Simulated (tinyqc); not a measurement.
# CMOS inverter, nodal equation and switching: effect of the slope factor

An n-channel pull-down (bn, VTn) and a p-channel pull-up (bp, VTp) share the input Vin and the output node Vout, which carries the load C. Transistor (EKV form, voltages against the body): I = 2 n b Vt^2 [F(vp - Vs) - F(vp - Vd)] from drain to source, F(v) = ln^2(1 + exp(v/(2 Vt))), vp = (Vg - VT + sg |Vd - Vs|)/n. n-channel bodies are at 0; for the p-channel device all voltages are counted down from Vdd. b in uA/V^2 gives I in uA. Static: In = Ip. Transient: C dVout/dt = Ip - In. No velocity saturation, no gate capacitance beyond C.

VM solves In = Ip with Vin = Vout; VIL and VIH are the inputs of gain -1, NML = VIL - Vout(VIH), NMH = Vout(VIL) - VIH. For a step input the delay to Vdd/2 is tHL = C times the integral of dV/(In - Ip) from Vdd/2 to Vdd at Vin = Vdd, and tLH likewise with Ip - In from 0 to Vdd/2 at Vin = 0.

Parameters, values chosen for the exercise: temperature T = 300 K; supply voltage Vdd = 1.2 V; drain-induced barrier lowering sg = 0.086; n-channel threshold VTn = 0.27 V; p-channel threshold (magnitude) VTp = 0.3 V; gain factor of the pull-down transistor bn = 730 uA/V^2; gain factor of the pull-up transistor bp = 730 uA/V^2; load capacitance C = 0.97 fF.

Constants: q = 1.602176634e-19 C, kB = 1.380649e-23 J/K, Vt = kB T/q. Results are converted to the units shown.

Result of one run:
```
VM (V)  gain at VM  NML (V)  NMH (V)  tHL (ps)  tLH (ps)
0.5862      -11.63   0.3743   0.4043     1.907     2.021
```

Which slope factor n gave this result: 1, 1.1, 1.2 or 1.4?

n = 1.2.

The whole series:
```
n    VM (V)  gain at VM  NML (V)  NMH (V)  tHL (ps)  tLH (ps)
1    0.5862      -11.63   0.3581   0.3881     1.635     1.726
1.1  0.5862      -11.63   0.3667   0.3967     1.767     1.869
1.2  0.5862      -11.63   0.3743   0.4043     1.907     2.021
1.3  0.5862      -11.63   0.3811   0.4111     2.054     2.179
1.4  0.5862      -11.63   0.3872   0.4172     2.206     2.342
1.5  0.5862      -11.63   0.3927   0.4227     2.360     2.507
1.6  0.5862      -11.63   0.3975   0.4275     2.516     2.673
```

As n goes from 1 to 1.6, VM stays near 0.586 V, the size of the gain stays near 11.6, tHL rises from 1.63 to 2.52 ps and tLH rises from 1.73 to 2.67 ps. The smaller margin is largest, 0.398 V, at n = 1.6 among the rows. In every row the overdrive passes 0.5 V, where velocity saturation, left out here, would lengthen the delays of short devices.

Computed by the program tinyqc: `OMP_NUM_THREADS=1 python tinyqc.py 2340155 2340156 out.jsonl`, one thread of a shared Intel Xeon 2.30GHz, about 0.05 s for the whole run.
